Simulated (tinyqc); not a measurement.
From wire to sheet: nanosheet or nanowire with hard walls, valleys of the Ge type.

Four ellipsoidal valleys along <111>: inverse mass tensor w = 1/mt + (1/ml - 1/mt) a a^T with a the unit axis. Device axes: x along the channel, z = [001], y = z x x. The Gamma and Delta valleys are left out; the heavy Delta valleys, about 0.18 eV up, lie lowest once the L levels pass about 0.2 eV.

Hard walls around a W x H rectangle. The block w_c of w in (y, z) confines; the transport mass follows from 1/m_x = w_xx - w_xc w_c^-1 w_cx. The cross-section problem c (w_yy ky^2 + 2 w_yz ky kz + w_zz kz^2), c = hbar^2/2m0, is solved in products sin(n pi y/W) sin(l pi z/H), n, l = 1 to 12; if w_yz = 0 the levels are c pi^2 (w_yy n^2/W^2 + w_zz l^2/H^2). The w_yz term couples (n, l) to (n', l') by -2 c w_yz D_nn'(W) D_ll'(H) with D_nm(L) = 4 n m/(L (n^2 - m^2)) for n + m odd and 0 otherwise.

Without degeneracy the line density is N1 exp((EF - Ec)/kB T) with N1 = sum 2 g sqrt(m_x kB T/(4 pi c)) exp(-E/kB T), here over n, l up to 80 where w_yz = 0 and over all levels of a 12 x 12 sine basis otherwise; the classical value is W H Nc with Nc = 2 g_all (m_dos kB T/(4 pi c))^(3/2), m_dos = (ml mt^2)^(1/3); dVt = kB T ln(W H Nc/N1).

Constants: hbar^2/2m0 = 3.80998211 eV angstrom^2; kB = 8.617333262e-05 eV/K.

Parameters, chosen for this exercise (near those of Ge; the results hold for these values, not for the real material):
- ml = 1.606 m0 (longitudinal mass)
- mt = 0.083 m0 (transverse mass)
- T = 350 K (temperature)
- g_all = 4 (number of valleys)
- channel = 110 (transport direction x on a (001) wafer)
- H = 74 angstrom (height, along z = [001])
- Ws = (30, 40, 50, 65, 85, 110, 140) angstrom (widths)

Valleys:
```
group  valleys g      w_yy     w_zz   |w_yz|  m_x (m0)
A              2   4.43117  8.23968  5.38605   0.08300
B              2  12.04819  8.23968  0.00000   1.09833
```

Lowest level of each group (groups ordered by w_zz, then w_yy) and dVt against the width.

Results:
```
W (angstrom)  A1 (eV)  B1 (eV)  dVt (mV)
30             0.2049   0.5600     201.0
40             0.1280   0.3397     133.2
50             0.0952   0.2378     105.8
85             0.0654   0.1193      72.7
110            0.0611   0.0940      63.5
140            0.0591   0.0797      58.0
```

Give the missing row, W (angstrom) = 65.

Computed row:
```
W (angstrom)  A1 (eV)  B1 (eV)  dVt (mV)
65             0.0749   0.1638      86.6
```

dVt falls from 201 to 58 mV. Group A is lowest at every width, by 355 meV in the narrowest and 21 meV in the widest. At the widest W the lowest level is 0.0591 eV; the film limit c pi^2 w_zz/H^2 of that group is 0.0566 eV.

tinyqc: `OMP_NUM_THREADS=1 python tinyqc.py 1282664 1282665 out.jsonl`; about 0.2 s, one thread, shared Intel(R) Xeon(R) Processor @ 2.30GHz.
